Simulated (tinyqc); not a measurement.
# Inductance and parasitic capacitance from two readings

Inverse problem. A loss-free coil L in parallel with C shows the apparent inductance L/(1 - w^2 L C), w = 2 pi f. Find L, C and the self-resonance 1/(2 pi sqrt(L C)).

apparent inductance at 7.8 and 18 GHz (nH): [0.71717011, 1.4989594]

Solution. The inverse of the reading is 1/L - w^2 C, a straight line in w^2.

L = 0.6400 nH
C = 70.00 fF
self-resonance = 23.78 GHz

Numbers from tinyqc (`OMP_NUM_THREADS=1 python tinyqc.py 2302230 2302231 out.jsonl`; about 0.01 s on one thread of a shared Intel Xeon 2.30GHz).
